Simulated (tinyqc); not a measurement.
Donor level screened by free carriers (Yukawa potential): sweeps and comparisons. A value that a table varies takes the place of the one given here.

Potential -(q/(eps r)) exp(-ks r), q = e^2/(4 pi eps0). In units Ry* = Ry m/eps^2 and a* = a0 eps/m the problem is [-Laplacian - 2 exp(-x r)/r] psi = E psi with x = ks a*.

Converged values use 18 functions exp(-z r), z = 1.55^i, i = -11 to 6: S = 2/A^3, H = z_i z_j S - 2/(A + x)^2, A = z_i + z_j.

Screening wave number: Debye ks^2 = 4 pi q n/(eps kB T); Thomas-Fermi ks^2 = 6 pi q n/(eps EF) with EF = c (3 pi^2 n/gv)^(2/3)/m, c = hbar^2/2m0; the two are joined by 1/ks^2 = sqrt(1/ks_D^4 + 1/ks_TF^4). 1e18/cm^3 = 1e-6/angstrom^3, q = e^2/(4 pi eps0).

Constants: e^2/(4 pi eps0) = 14.39964547 eV angstrom; kB = 8.617333262e-05 eV/K; hbar^2/2m0 = 3.80998211 eV angstrom^2; Ry = 13.60569312 eV; a0 (Bohr radius) = 0.5291772105 angstrom.

Values chosen for the exercise (near those of a donor in Si, with one mean mass; shifted at random, so the results belong to these values and not to a real crystal):
- xs = (0.07, 0.19, 0.25, 0.51, 0.78, 0.93, 1.02) (values of x)
- m = 0.313 m0 (mass)
- eps = 11.9 (dielectric constant)
- gv = 6 (valleys)
- T = 400 K (temperature)
- nl = (0.051, 0.17, 0.51, 1.7, 5.1, 17, 51) x 1e18/cm^3 (densities)
- n = 1.7 x 1e18/cm^3 (free-carrier density)

## Towards the loss of the bound state

First order (-1 + 2x), one-parameter (minimum of z^2 - 8 z^3/(2z + x)^2) and converged 1s energies in Ry*, and the mean radius in a*; a dash marks an unbound result.

Results:
```
x     first order  trial function  converged   <r>
0.07      -0.8600         -0.8670    -0.8670  1.51
0.19      -0.6200         -0.6685    -0.6686  1.55
0.25      -0.5000         -0.5815    -0.5818  1.58
0.51            -         -0.2837    -0.2871  1.82
0.78            -         -0.0875    -0.0992  2.46
0.93            -         -0.0210    -0.0389  3.41
1.02            -               -    -0.0164  4.78
```

How do the results move?

First order loses the state at x = 0.5, the trial function reaches zero energy at x = 1.00, and the exact limit is 1.19. The radius starts at 1.5 a*, grows slowly at first (1.58 at x = 0.25), then steadily, and swells towards the end (4.8 at 1.02), where a single exponential fails: the binding vanishes as the square of the distance from 1.19.

## Binding against carrier density

Ry* = 30.0726 meV
a* = 20.119 angstrom

x from the joined ks; converged 1s binding (dash: x above 1.17, at or past the limit 1.19 where the state unbinds).

Results:
```
n (1e18/cm^3)  EF/kB T  1/ks (angstrom)      x  binding (meV)  n^(1/3) a*
0.051             0.01            210.8  0.095          24.72       0.075
0.17              0.03            115.5  0.174          20.83       0.111
0.51              0.07             66.7  0.302          15.43       0.161
1.7               0.15             36.6  0.550           7.59       0.240
5.1               0.30             21.3  0.945           1.04       0.346
17                0.68             12.1  1.663              -       0.517
51                1.41              7.8  2.577              -       0.746
```

How do the results move?

The binding falls from 24.7 to 1.0 meV (bare value 30.1); it passes half the bare value between 0.51 and 1.7 x 1e18/cm^3. The level is unbound, or bound by less than 0.001 Ry*, from 17 x 1e18/cm^3 on; as the density rises, it is lost by the time n^(1/3) a* reaches 0.52. x grows with exponent 0.50 in n at the start and 0.40 at the end (1/2 for Debye, 1/6 for Thomas-Fermi screening). The level survives to n^(1/3) a* = 0.35, past the 0.26 of the Mott rule, which corresponds to x = 1 for one valley with degenerate screening; here the level lasts until x = 1.19, the screening is at most the degenerate value, and overlap of donors is left out.

## What each parameter does

Ry* = Ry m/eps^2, a* = a0 eps/m, x = ks a* with the joined ks; converged binding. Each row changes one parameter from the base and keeps the others.

Results:
```
case                  1/ks (angstrom)      x  binding in Ry*  binding (meV)
base                             36.6  0.550           0.253           7.59
n = 0.85 x 1e18/cm^3             51.7  0.389           0.409          12.29
T = 460 K                        39.2  0.513           0.285           8.56
m = 0.351 m0                     36.6  0.490           0.305          10.29
eps = 10.9                       35.0  0.526           0.273           9.78
gv = 7                           36.6  0.550           0.252           7.59
```

What can be read from the table?

The largest shifts from the base row, up to three for each result and ties (the steps differ in size, so this ranks the rows, not the parameters). 1/ks (angstrom): n +15.1, T +2.6, eps -1.6; unchanged at the printed digits by m and gv. x: n -0.160, m -0.059, T -0.037; unchanged at the printed digits by gv. binding in Ry*: n +0.156, m +0.053, T +0.032. binding (meV): n +4.69, m +2.70, eps +2.18; unchanged at the printed digits by gv.

Program tinyqc; command `OMP_NUM_THREADS=1 python tinyqc.py 1250255 1250256 out.jsonl`; about 0.02 s on one thread of a shared Intel(R) Xeon(R) Processor @ 2.30GHz.
